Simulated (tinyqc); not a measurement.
Cluster expansion of a binary alloy: correlations, fit, cross-validation and ground states: one step, computed by the program tinyqc. Command: `OMP_NUM_THREADS=1 python tinyqc.py 3023369 3023370 out.jsonl clex walk`. One thread of a shared host (Intel(R) Xeon(R) Processor @ 2.30GHz), about 0.2 s of CPU time with the checks.

s = +1 for A and -1 for B. Energy per site E = J0 + J1 P(point) + sum over clusters of m V P, with P the mean product of spins; V > 0 on a pair favours unlike neighbours. Clusters per site m: pair 1 6, pair 2 3, pair 3 12, triplet 8; the triplet is the triangle of first neighbours. Formation energies are counted from the line between pure A and pure B, which removes J0 and J1.

Problem. Formation energies. Exact: X V with V = (V1, V2, V3, Vt). The data to fit add the noise amplitude times the normal numbers, standing for what the clusters leave out.

Inputs (values chosen for the exercise, for a model alloy): first-pair interaction V1 = -20 meV; second-pair interaction V2 = -3 meV; third-pair interaction V3 = -2.2 meV; triplet interaction Vt = -3.7 meV; noise amplitude = 1.9 meV/site.

Lattice: fcc.

X, rows A, A3B L1_2, A3B D0_22, A3B (001) layers, A2B (001) layers, AB L1_0, AB L1_1, A2B2 (001) layers, AB2 (001) layers, AB3 L1_2, AB3 D0_22, AB3 (001) layers, B, columns pair 1, pair 2, pair 3, triplet:
```
[[0.00000, 0.00000, 0.00000, 0.00000],
 [-6.00000, 0.00000, -12.00000, -8.00000],
 [-6.00000, -1.00000, -8.00000, -8.00000],
 [-4.00000, -1.00000, -12.00000, 0.00000],
 [-5.33333, -1.33333, -16.00000, 0.00000],
 [-8.00000, 0.00000, -16.00000, 0.00000],
 [-6.00000, -6.00000, -12.00000, 0.00000],
 [-4.00000, -2.00000, -16.00000, 0.00000],
 [-5.33333, -1.33333, -16.00000, 0.00000],
 [-6.00000, 0.00000, -12.00000, 8.00000],
 [-6.00000, -1.00000, -8.00000, 8.00000],
 [-4.00000, -1.00000, -12.00000, 0.00000],
 [0.00000, 0.00000, 0.00000, 0.00000]]
```

standard normal numbers for the noise (0 for the pure ends): A 0.000, A3B L1_2 1.195, A3B D0_22 0.768, A3B (001) layers -0.099, A2B (001) layers -0.191, AB L1_0 -1.956, AB L1_1 -0.733, A2B2 (001) layers 0.925, AB2 (001) layers -0.639, AB3 L1_2 -0.780, AB3 D0_22 -0.741, AB3 (001) layers -0.829, B 0.000

Give: exact energies; data.

Solution.

exact energies (meV/site): A 0.0, A3B L1_2 176.0, A3B D0_22 170.2, A3B (001) layers 109.4, A2B (001) layers 145.9, AB L1_0 195.2, AB L1_1 164.4, A2B2 (001) layers 121.2, AB2 (001) layers 145.9, AB3 L1_2 116.8, AB3 D0_22 111.0, AB3 (001) layers 109.4, B 0.0

data (meV/site): A 0.0, A3B L1_2 178.3, A3B D0_22 171.7, A3B (001) layers 109.2, A2B (001) layers 145.5, AB L1_0 191.5, AB L1_1 163.0, A2B2 (001) layers 123.0, AB2 (001) layers 144.7, AB3 L1_2 115.3, AB3 D0_22 109.6, AB3 (001) layers 107.8, B 0.0
